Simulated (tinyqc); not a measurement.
Hueckel theory of the pi electrons, for the molecule C=C1C=CC(F)=CC=N1 (SMILES; centres numbered as the heavy atoms are written), step by step. Computed by tinyqc, a small Python program that keeps every step. Settings: charge = 0. Command: `OMP_NUM_THREADS=1 python tinyqc.py 28044 28045 out.jsonl` (the two numbers bound the seeds that draw the settings). One thread of a shared host (Intel(R) Xeon(R) Processor @ 2.60GHz), about 0.01 s of CPU time with the checks.

## The Hueckel matrix

Centres:
```
centre  z_r, pi electrons of the neutral centre         h
1C                                            1  0.000000
2C                                            1  0.000000
3C                                            1  0.000000
4C                                            1  0.000000
5C                                            1  0.000000
6F                                            2  3.000000
7C                                            1  0.000000
8C                                            1  0.000000
9N                                            1  0.500000
```

Bonds:
```
i  j         k
1  2         1
2  3         1
3  4         1
4  5         1
5  6  0.700000
5  7         1
7  8         1
8  9         1
9  2  1.000000
```

H_rr = alpha + h_r beta, H_rs = k_rs beta for bonded centres.

Hueckel matrix in units of beta (H = alpha + beta A), lower triangle:
```
          1C        2C        3C        4C        5C        6F        7C        8C
1C  0.000000
2C  1.000000  0.000000
3C  0.000000  1.000000  0.000000
4C  0.000000  0.000000  1.000000  0.000000
5C  0.000000  0.000000  0.000000  1.000000  0.000000
6F  0.000000  0.000000  0.000000  0.000000  0.700000  3.000000
7C  0.000000  0.000000  0.000000  0.000000  1.000000  0.000000  0.000000
8C  0.000000  0.000000  0.000000  0.000000  0.000000  0.000000  1.000000  0.000000
9N  0.000000  1.000000  0.000000  0.000000  0.000000  0.000000  0.000000  1.000000

          9N
9N  0.500000
```

## Orbitals

pi electrons, sum of z_r less the charge = 10

Diagonalise; E = alpha + x beta with beta < 0, so the largest x are filled first; degenerate levels share their electrons. P = sum n_i c_ri c_si; each orbital has its largest coefficient positive (the first on a tie).

x values: 3.197004  2.163171  1.384138  1.321614  0.270909  -0.354372  -0.780912  -1.788280  -1.913273

occupations: 2.000000  2.000000  2.000000  2.000000  2.000000  0.000000  0.000000  0.000000  0.000000

coefficients:
```
         MO1        MO2        MO3        MO4        MO5        MO6        MO7        MO8
1C  0.006135   0.235191  -0.299578   0.080218   0.704466  -0.106864   0.485034   0.146820
2C  0.019615   0.508759  -0.414658   0.106017   0.190846   0.037870  -0.378768  -0.262554
3C  0.035863   0.347336  -0.107156   0.481316  -0.270811   0.540094  -0.105975  -0.000625
4C  0.095039   0.242589   0.266339   0.530097  -0.264211  -0.229264   0.461525   0.263672
5C  0.267977   0.177425   0.475806   0.219267   0.199234  -0.458849  -0.254436  -0.470894
6F  0.952182  -0.148414  -0.206122  -0.091449  -0.051103   0.095754   0.047106   0.068840
7C  0.095158   0.245102   0.536528  -0.176296   0.353957   0.324840  -0.295808   0.530231
8C  0.036243   0.352772   0.266822  -0.452262  -0.103344   0.343735   0.485435  -0.477306
9N  0.020711   0.518005  -0.167209  -0.421420  -0.381954  -0.446650  -0.083274   0.323326

          MO9
1C  -0.289757
2C   0.554385
3C  -0.508579
4C   0.418666
5C  -0.292443
6F   0.041665
7C   0.111693
8C   0.078745
9N  -0.262353
```

charge and bond-order matrix P, lower triangle:
```
           1C         2C         3C         4C         5C         6F         7C        8C
1C   1.295614
2C   0.773895   0.957646
3C  -0.076309   0.442383   0.876829
4C  -0.331512   0.041239   0.771647   0.979257
5C   0.117548  -0.081010   0.143667   0.517657   0.834910
6F  -0.021300   0.018384  -0.050982  -0.070765   0.201046   1.964274
7C   0.265412  -0.094101  -0.299312   0.048856   0.712269  -0.116650   1.026715
8C  -0.211649   0.003753  -0.188912  -0.104700   0.159005  -0.052408   0.552448  0.824353
9N  -0.261659   0.431416   0.198365  -0.078762  -0.301208   0.070729  -0.043356  0.737876

          9N
9N  1.240401
```

## Energy, charges, bond orders

E = sum n x; q_r = z_r - P_rr; bond order p = P_rs; free valence = sqrt(3) - sum of p over the bonds of the atom.

pi energy = 10 alpha + this times beta = 16.673673

pi charges: 1C -0.295614, 2C 0.042354, 3C 0.123171, 4C 0.020743, 5C 0.165090, 6F 0.035726, 7C -0.026715, 8C 0.175647, 9N -0.240401

Bond orders and lengths from R = 1.517 - 0.180 p (angstrom, C-C alone):
```
bond         p         R
1-2   0.773895  1.377699
2-3   0.442383  1.437371
3-4   0.771647  1.378103
4-5   0.517657  1.423822
5-6   0.201046         -
5-7   0.712269  1.388792
7-8   0.552448  1.417559
8-9   0.737876         -
9-2   0.431416         -
```

free valence of the carbons: 1C 0.958156, 2C 0.084357, 3C 0.518021, 4C 0.442746, 5C 0.301078, 7C 0.467334, 8C 0.441727

gap between the highest filled and the next level = 0.625281 |beta|
